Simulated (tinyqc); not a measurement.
# Inputs raised by 10 %, one at a time

Model: non-radiative capture by multiphonon emission, one effective mode. Computed by tinyqc, a small Python program. Command: `OMP_NUM_THREADS=1 python tinyqc.py 3011942 3011943 out.jsonl capture sens`. One thread of a shared host (Intel(R) Xeon(R) Processor @ 2.30GHz), about 0.05 s of CPU time with the checks.

The initial state (free carrier plus empty centre) lies dE above the final state; both have the same frequency and are displaced by dQ.

Inputs (values chosen for the exercise, with mass, screening and phonons like those of GaP):
```
quantity                    value                   unit
energy released dE          0.314                     eV
phonon energy hbar omega     35.1                    meV
Huang-Rhys factor S          1.97                      -
electron-phonon coupling W  0.025  eV/(u^(1/2) angstrom)
cell volume V                2130             angstrom^3
degeneracy g                    2                      -
broadening b                   26                    meV
carrier mass m              0.506                    m_0
temperature T                 300                      K
defect density N_t          6e+16                  cm^-3
```

Centre: neutral.

Constants: hbar^2/u = 4.18015928e-03 eV angstrom^2; k_B = 8.617333262e-05 eV/K; hbar = 6.582119569e-16 eV s; k_B = 1.380649e-23 J/K; m_0 = 9.1093837015e-31 kg.

Method:
- dQ = sqrt(2 S (hbar^2/u)/hbar omega); relaxation energy lambda = S hbar omega; phonons needed P = dE/hbar omega; classical barrier E_b = (dE - lambda)^2/(4 lambda); occupation n = 1/(exp(hbar omega/k_B T) - 1).
- Huang-Rhys weight for a net emission of p phonons: L_p = exp(-S (2n + 1)) ((n + 1)/n)^(p/2) I_p(2 S sqrt(n (n + 1))), I_p the modified Bessel function.
- M_p = sum_m w_m <m_i|Q|(m + p)_f>^2 with Q counted from the final minimum and Boltzmann weights w_m for m = 0..24; <m_i|Q|k_f> = sqrt((hbar^2/u)/(2 hbar omega)) [sqrt(k) <m|k-1> + sqrt(k+1) <m|k+1>], with overlaps of oscillators displaced by d = sqrt(2 S) summed on 1500 points from -16 to 16 + d.
- The delta function is a Gaussian of standard deviation b at dE - p hbar omega.
- C_0 = V (2 pi/hbar) g W^2 sum_p M_p Gaussian_p. The sum runs over the seven p from round(P) - 3 to round(P) + 3; 1 angstrom^3 = 1e-24 cm^3.
- For a neutral centre the Sommerfeld factor is 1.
- C = s C_0; v = sqrt(3 k_B T/m); sigma = C/v; tau = 1/(C N_t).

Runs:
```
input moved                                          from       to  cross-section sigma (cm^2)  classical barrier E_b (eV)  capture time (s)  Sommerfeld factor s
base run                                                -        -                  1.7205e-16                     0.21676        5.9000e-09                    1
energy released dE (eV)                             0.314   0.3454                  6.5263e-17                     0.27592        1.5554e-08                    1
Huang-Rhys factor S                                  1.97    2.167                  2.6974e-16                     0.18608        3.7633e-09                    1
electron-phonon coupling W (eV/(u^(1/2) angstrom))  0.025   0.0275                  2.0818e-16                     0.21676        4.8761e-09                    1
temperature T (K)                                     300      330                  1.9713e-16                     0.21676        4.9096e-09                    1
carrier mass m (m_0)                                0.506   0.5566                  1.8045e-16                     0.21676        5.9000e-09                    1
defect density N_t (cm^-3)                          6e+16  6.6e+16                  1.7205e-16                     0.21676        5.3637e-09                    1
```

Exponents ln(y'/y) / ln(x'/x):
```
input                       cross-section sigma  classical barrier E_b  capture time  Sommerfeld factor s
energy released dE                      -10.171                  2.532        10.171                    0
Huang-Rhys factor S                       4.718                 -1.601        -4.718                    0
electron-phonon coupling W                2.000                  0.000        -2.000                    0
temperature T                             1.428                  0.000        -1.928                    0
carrier mass m                            0.500                  0.000         0.000                    0
defect density N_t                        0.000                  0.000        -1.000                    0
```

Among the inputs moved here: cross-section sigma answers most in size to energy released dE (exponent -10.171), next to Huang-Rhys factor S (+4.718); its exponent is below 0.0005 for defect density N_t. Classical barrier E_b answers most in size to energy released dE (exponent +2.532), next to Huang-Rhys factor S (-1.601); its exponent is below 0.0005 for electron-phonon coupling W, temperature T, carrier mass m, defect density N_t. Capture time answers most in size to energy released dE (exponent +10.171), next to Huang-Rhys factor S (-4.718); its exponent is below 0.0005 for carrier mass m. Its exponent -1.000 in defect density N_t: tau = 1/(C N_t). Sommerfeld factor s hardly depends on these (all exponents below 0.005).

Caution (all rows): the largest term is not the one nearest energy conservation, so C_0 depends strongly on the broadening b.

Extremes, crossings and ranges named in words are read from the listed rows.
